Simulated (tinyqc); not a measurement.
## Gain factor and gap resistance from two string resistances

Problem. At small bit-line voltage each of the 48 cells has the resistance 1/(K x) at overdrive x (no mobility reduction) in series with a gap resistance Rg. Find K, Rg and the share of the gaps at the higher overdrive.

resistance of a string of 48 equal cells at overdrives of 4 and 8 V (kohm): 748.8  448.8

Solution. The resistance per cell is a straight line in 1/x with slope 1/K and intercept Rg.

K = 20.0 uA/V^2
Rg = 3.10 kohm
share of the gaps = 33.2 %

Program tinyqc, `OMP_NUM_THREADS=1 python tinyqc.py 2142077 2142078 out.jsonl`; Intel Xeon 2.30GHz, shared host, one thread, about 0.4 s.
